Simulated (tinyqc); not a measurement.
Worked calculation: Luttinger-Kohn k.p, four valence bands. One step of it, computed by the program tinyqc.

Task: Bloch Hamiltonian at k. P = c g1 k^2, Q = c g2 (kx^2 + ky^2 - 2 kz^2), R = c sqrt3 [-g2 (kx^2 - ky^2) + 2i g3 kx ky], S = 2 c sqrt3 g3 (kx - i ky) kz, c = hbar^2/2m = 3.809982 eV angstrom^2; rows [P+Q, -S, R, 0], [-S*, P-Q, 0, R], [R*, 0, P-Q, S], [0, R*, S*, P+Q]. The path ends lie at |k| = 0.07 1/angstrom.

Luttinger parameters chosen for this model; energies are counted downward from the top of the valence band:

| parameter | value | unit |
|---|---|---|
| g1 | 14.290000 |  |
| g2 | 2.580000 |  |
| g3 | 4.150000 |  |

k point k (1/angstrom): 0.025000  -0.028000  -0.015000

Give: H(k) at k.

Result:

H(k) at k (eV), lower triangle (Hermitian):
```
               3/2           1/2           -1/2   -3/2
3/2          0.098
1/2   0.021-0.023i         0.080
-1/2  0.003+0.038i         0.000          0.080
-3/2         0.000  0.003+0.038i  -0.021+0.023i  0.098
```
